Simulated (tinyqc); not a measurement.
p-type polysilicon, carrier trapping at grain boundaries: effect of the doping.

One-dimensional grains of size Lg, uniform ionised doping N, monovalent traps Qt at each boundary at a depth Et below (for electrons) or above (for holes) the band edge there, abrupt depletion of width W on each side of a boundary, Boltzmann statistics. xi is the distance from the band edge at the grain centre to the Fermi level. Trapped charge Qt/(1 + exp((xi + VB - Et)/Vt)) = 2 N W, barrier VB = q N W^2/(2 eps0 eps_r).

If the trap equation with xi = Vt ln(NB/N) has a root W < Lg/2, the grain is partly depleted; otherwise W = Lg/2 and the trap equation gives xi = Et - VB + Vt ln(Qt/(N Lg) - 1). N* = Qt/Lg. n0 = NB exp(-xi/Vt); mean density n0 (1 - 2 W/Lg) by charge balance in a partly depleted grain, and n0 (sqrt(pi)/2) erf(u)/u with u = sqrt(VB/Vt) in a fully depleted one; v = sqrt(kB T/(2 pi ms m0)); barrier resistivity Vt exp(VB/Vt)/(q fe n0 v Lg); grain resistivity (1 - 2 W/Lg)/(q n0 mug); effective mobility 1/(q mean density total resistivity). Rows with xi above 0.45 V, towards mid-gap, are left out, since the other carrier type is ignored.

Values chosen for this exercise; values of the order met in polycrystalline silicon: temperature T = 300 K; relative permittivity eps_r = 11.7; valence-band density of states at T NB = 2.65e19 cm^-3; grain size Lg = 44 nm; trap density of a grain boundary Qt = 9.4e11 cm^-2; depth of the trap level from the majority band edge at the boundary Et = 0.47 eV; mass for thermionic emission ms = 0.47 m0; correction factor of the emission rate fe = 0.25; mobility inside the grains mug = 160 cm^2/(V s).

Constants: q = 1.602176634e-19 C, kB = 1.380649e-23 J/K, m0 = 9.1093837015e-31 kg, Vt = kB T/q, eps0 = 8.8541878128e-14 F/cm where lengths are in cm. Results are converted to the units shown.

Results:
columns A: N (cm^-3); B: N/N*; C: depleted share 2 W/Lg; D: VB (V); E: xi (V); F: mean density (cm^-3); G: resistivity (ohm cm); H: effective mobility (cm^2/(V s))
```
A             B         C          D         E          F          G       H
9.7e16  0.45404    1.0000   0.036305   0.43846  7.7353e11   1.3340e5  60.488
2e17    0.93617    1.0000   0.074855   0.32572  4.5821e13     7563.9  18.009
4.2e17   1.9660   0.50866   0.040671   0.10715  2.0636e17    0.47485  63.694
8.8e17   4.1191   0.24277   0.019411  0.088025  6.6636e17    0.12358  75.795
1.8e18   8.4255   0.11869  0.0094901  0.069525  1.5864e18   0.049079  80.166
8e18     37.447  0.026705  0.0021353  0.030963  7.7864e18  0.0098212  81.619
```

Estimate the missing row, N = 3.8e18 cm^-3.

Computed row:
columns A: N (cm^-3); B: N/N*; C: depleted share 2 W/Lg; D: VB (V); E: xi (V); F: mean density (cm^-3); G: resistivity (ohm cm); H: effective mobility (cm^2/(V s))
```
A            B         C          D         E          F         G       H
3.8e18  17.787  0.056220  0.0044953  0.050208  3.5864e18  0.021394  81.346
```

With this row back in the table: As N goes from 9.7e16 to 8e18, VB goes from 0.0363 through a maximum of 0.0749 (at N = 2e17 among the rows listed) to 0.00214 V, the resistivity falls from 1.33e5 to 0.00982 ohm cm and the effective mobility goes from 60.5 through a minimum of 18.0 (at N = 2e17 among the rows listed) to 81.6 cm^2/(V s). The steepest fall of the resistivity among the rows, as N^(-13.0), lies between N = 2e17 and 4.2e17 cm^-3; N* = 2.14e17 cm^-3. While the grain is fully depleted VB grows as N; once the traps are full it falls as 1/N. For N = 3.8e18, 8e18 xi is under 2.5 Vt, where Boltzmann statistics begin to fail. For N = 8.8e17, 1.8e18, 3.8e18, 8e18 VB is below Vt, where abrupt depletion and thermionic emission are rough.

Numbers from tinyqc (`OMP_NUM_THREADS=1 python tinyqc.py 2830108 2830109 out.jsonl`; about 0.01 s on one thread of a shared Intel Xeon 2.30GHz).
